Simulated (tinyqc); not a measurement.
Doping from the ideality factor.

Inverse problem. For thermionic-field emission over a Schottky barrier the ideality factor is n = u coth(u) with u = E00/Vt and E00 = (hbar/2) sqrt(Nd/(me m0 eps0 eps_r)) in SI units (volts). Find u, E00 and Nd.

Inputs (values chosen for the exercise); band and dielectric values those of a made-up semiconductor:

| symbol | value | unit | meaning |
|---|---|---|---|
| T | 300 | K | temperature |
| me | 0.0321 | m0 | electron mass |
| eps_r | 12.8 |  | relative permittivity |

Constants: q = 1.602176634e-19 C, kB = 1.380649e-23 J/K, eps0 = 8.8541878128e-12 F/m, hbar = 1.054571817e-34 J s, m0 = 9.1093837015e-31 kg, Vt = kB T/q. Results are converted to the units shown.

n = 4.6204525

Solution. u coth(u) rises steadily from 1, so n fixes u; the definition of E00 then gives Nd.

u = 4.62
E00 = 119 meV
Nd = 1.70e19 cm^-3

Program tinyqc, `OMP_NUM_THREADS=1 python tinyqc.py 2640114 2640115 out.jsonl`; Intel Xeon 2.30GHz, shared host, one thread, about 0.06 s.
